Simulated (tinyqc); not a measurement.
# Effective-mass impurity with a central-cell term, in a basis of Slater functions, step by step

A worked calculation. Computed by tinyqc, a small Python program that keeps every step. Command: `OMP_NUM_THREADS=1 python tinyqc.py 3019124 3019125 out.jsonl centralcell walk`. One thread of a shared host (Intel(R) Xeon(R) Processor @ 2.30GHz), about 0.01 s of CPU time with the checks. Intermediate numbers are printed to about 6 digits and carried at full precision; extremes and crossings named in words are read from the listed rows.

The envelope obeys H = -nabla^2 - (2/r) [Z + A exp(-kappa r)] in effective units, with kappa = a*/lambda; positive A deepens the well near the core.

Inputs (values chosen for the exercise, with mass and screening modelled on silicon):

| quantity | value | unit |
|---|---|---|
| effective mass m | 0.334 | m_0 |
| dielectric constant eps | 11.6 | - |
| charge Z of the core | 2 | - |
| central-cell strength A | 7.2 | - |
| central-cell range lambda | 1.2 | angstrom |
| basis size n | 3 | - |
| smallest exponent zeta_1 | 0.48 | 1/a* |
| ratio beta of exponents | 3.1 | - |

Impurity: donor, one isotropic band.

Constants: Ry = 13.605693123 eV; a_0 = 0.529177210903 angstrom.

## Effective units

Units: Ry* = Ry m/eps^2 and a* = a_0 eps/m, with m in m_0. kappa = a*/lambda; the hydrogenic ground state is bound by Z^2 Ry*.

Ry* = 33.7716 meV

a* = 18.3786 angstrom

kappa = 15.3155 1/a*

hydrogenic binding energy = 135.086 meV

## Matrices over the s basis

zeta_i = zeta_1 beta^(i-1), i = 1..n. For s functions exp(-zeta r), with s = zeta_i + zeta_j: S = 2/s^3, T = zeta_i zeta_j S, V = -2 Z/s^2, W = -2 A/(s + kappa)^2; each function is normalised by dividing by sqrt(S_ii S_jj).

exponents (1/a*): 0.48  1.488  4.6128

overlap S:
```
         1        2        3
1  1.00000  0.63355  0.19954
2  0.63355  1.00000  0.63355
3  0.19954  0.63355  1.00000
```

kinetic T (Ry*):
```
          1         2         3
1    0.2304  0.452507  0.441809
2  0.452507  2.214144   4.34859
3  0.441809   4.34859   21.2779
```

Coulomb V (Ry*):
```
          1         2         3
1     -1.92  -2.49365  -2.03243
2  -2.49365    -5.952  -7.73032
3  -2.03243  -7.73032  -18.4512
```

central cell W (Ry*):
```
            1          2          3
1  -0.0240479  -0.116392  -0.455635
2   -0.116392  -0.567195   -2.25832
3   -0.455635   -2.25832   -9.38703
```

## Generalised eigenproblem

(T + V + W) c = E S c with c^T S c = 1 and the largest component positive.

two lowest levels (Ry*): -7.07638  -1.13873

coefficients of the lowest state: -0.073709  0.373687  0.747045

<T> = 14.5395 Ry*

<W> = -6.52228 Ry*

## Converged levels

Large basis: zeta_i = 0.06 x 1.6^(i-1), i = 1..22, same formulas; for p functions r exp(-zeta r): S = 24/s^5, T = zeta_i zeta_j S (centrifugal term included), V = -12 Z/s^4, W = -12 A/(s + kappa)^4; overlap eigenvalues below 1e-11 are dropped. Binding energies are -E Ry*; the effective quantum number is nu = Z/sqrt(-E); |psi(0)|^2 is given relative to the hydrogenic Z^3/(pi a*^3).

1s binding energy = 256.055 meV

2s binding energy = 44.3686 meV

2p binding energy = 33.8179 meV

effective quantum number of 1s = 0.726338

relative |psi(0)|^2 = 17.2751

The central cell moves 1s by +120.969 meV, 2s by +10.597 meV and 2p by +0.0463 meV: p states vanish at the core, so the 2p level gives the hydrogenic scale and 1s the chemical shift. The small basis lies 17 meV above the converged 1s level. Caution: the density at the core is many times hydrogenic, so the result hangs on the model potential inside one cell, where the envelope picture is weak.

## Chemical shift by three methods

First order: shift = 8 A Z^3/(2 Z + kappa)^2 Ry*. One exponent: minimise zeta^2 - 2 Z zeta - 8 A zeta^3/(2 zeta + kappa)^2 by golden section on 0.2 to 6 Z. All shifts are the binding beyond Z^2 Ry*.

Shift of the 1s binding energy (meV):

| A | first order | one exponent | large basis |
|---|---|---|---|
| -7.20 | -41.7111 | -28.008 | -23.867 |
| -3.60 | -20.8555 | -16.677 | -15.193 |
| 0.72 | 4.1711 | 4.400 | 4.501 |
| 1.80 | 10.4278 | 12.004 | 12.743 |
| 3.60 | 20.8555 | 28.485 | 32.377 |
| 7.20 | 41.7111 | 94.041 | 120.969 |
| 9.00 | 52.1388 | 171.249 | 221.176 |

The three columns are ordered, first order <= one exponent <= large basis, since each is a variational bound with more freedom. At the largest attractive A first order gives 24 % and one exponent 77 % of the shift; at the most repulsive A the true shift is -23.867 meV against -41.711. Attraction pulls the envelope in and feeds itself, repulsion pushes it out and saturates.

## Convergence with the basis

The error is the lowest level above the large-basis value.

Error of the 1s level:

| n | error (meV) | largest exponent (1/a*) |
|---|---|---|
| 1 | 198.182 | 4.80000e-01 |
| 2 | 105.093 | 1.48800e+00 |
| 3 | 17.074 | 4.61280e+00 |
| 4 | 3.596 | 1.42997e+01 |
| 5 | 3.157 | 4.43290e+01 |
| 6 | 3.103 | 1.37420e+02 |
| 7 | 3.091 | 4.26002e+02 |
| 8 | 3.089 | 1.32061e+03 |

The error falls from 198 to 3.09 meV. The last function changes it by less than 5 %: it has levelled off, and what remains is set by beta and zeta_1, not by the range of exponents.

Checks made by the program: the large basis at A = 0 against Z^2, Z^2/4 and Z^2/4 (relative difference 1e-05).
